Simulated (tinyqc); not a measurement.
Worked calculation: band gaps under pressure and temperature from deformation potentials. Values are carried at full precision from step to step, so a last printed digit may differ when a step is redone from the rounded ones.

Murnaghan: V/V0 = (1 + Bp P/B0)^(-1/Bp), B0 = (C11 + 2 C12)/3. Each gap moves by a ln(V/V0) with its volume potential a, and falls with temperature by aV T^2/(T + bV) (Varshni); the two effects are added. No change of phase is considered.

Values chosen for the exercise (near those of GaSb, the X and L potentials typical of such crystals; shifted at random, so the results belong to these values and not to a real crystal): C11 = 87.9 GPa; C12 = 39.6 GPa; Bp = 4.82 (pressure derivative of the bulk modulus); P = 5.3 GPa (pressure); Eg = 0.82 eV (gap at Gamma to the s-like level at 0 K, 0 GPa); EgX = 1.155 eV (gap to X at 0 K, 0 GPa); EgL = 0.86 eV (gap to L at 0 K, 0 GPa); aG = -8.28 eV (volume potential of the Gamma gap); aX = 1.5 eV (volume potential of the X gap); aL = -2.77 eV (volume potential of the L gap); aV = (0.434, 0.477, 0.582) meV/K (Varshni alpha of Gamma, X, L); bV = (150, 90, 144) K (Varshni beta of Gamma, X, L); T = 300 K (temperature); aT = 6.3 1e-6/K (linear thermal expansion near 300 K).

## Volume under pressure

Give B0, V/V0, ln(V/V0), the change of the lattice constant and the linear estimate -P/B0.

B0 = 55.70 GPa
V/V0 = 0.92467
ln(V/V0) = -0.07832
change of a = -2.577 %
-P/B0 = -0.09515

The stiffening under pressure makes the compression 17.7 % smaller than the linear estimate.

## Gaps at P and T

Give both shifts and the gaps.

pressure shifts (eV): Gamma 0.6485, X -0.1175, L 0.2169

temperature shifts (eV): Gamma -0.0868, X -0.1101, L -0.1180

gaps (eV): Gamma 1.3817, X 0.9274, L 0.9590

The lowest valley is X (indirect gap), 32 meV below L; at 0 K and 0 GPa it is Gamma.

## Pressure coefficients

Expand in P: E = E0 + c1 P + c2 P^2 with c1 = -a/B0 and c2 = a Bp/(2 B0^2).

c1 (meV/GPa): Gamma 148.65, X -26.93, L 49.73

c2 (meV/GPa^2): Gamma -6.432, X 1.165, L -2.152

Gamma and L rise under pressure and X falls, as the signs of the volume potentials say.

## Pressures at which the valleys cross

Two gaps meet at ln(V/V0) = -(E_i - E_j)/(a_i - a_j), with the gaps at T and P = 0; then P = (B0/Bp)(exp(-Bp ln(V/V0)) - 1). A dash marks expansion or a compression beyond ln(V/V0) = -0.3.

Crossings:

| pair | E_i - E_j (eV) | ln(V/V0) | P (GPa) |
|---|---|---|---|
| Gamma-X | -0.3117 | -0.0319 | 1.92 |
| Gamma-L | -0.0088 | -0.0016 | 0.09 |
| L-X | -0.3029 | -0.0709 | 4.71 |

The lowest valley changes at 0.09 GPa (Gamma to L) and 4.71 GPa (L to X).

## How much of dE/dT is thermal expansion

At 300 K: dE/dT = -aV T (T + 2 bV)/(T + bV)^2; expansion alone gives 3 aT a; the rest is electron-phonon coupling.

dE/dT (meV/K): Gamma -0.3858, X -0.4516, L -0.5208

from expansion (meV/K): Gamma -0.1565, X 0.0284, L -0.0524

remainder (meV/K): Gamma -0.2293, X -0.4799, L -0.4684

Expansion supplies 41 % of the slope at Gamma and 10 % at L; at X it works against the fall.

## Checks

- Slope of the Gamma gap at P = 0 by finite differences against c1 (meV/GPa): both 148.65.

tinyqc: `OMP_NUM_THREADS=1 python tinyqc.py 1050239 1050240 out.jsonl`; about 0.01 s, one thread, shared Intel(R) Xeon(R) Processor @ 2.30GHz.
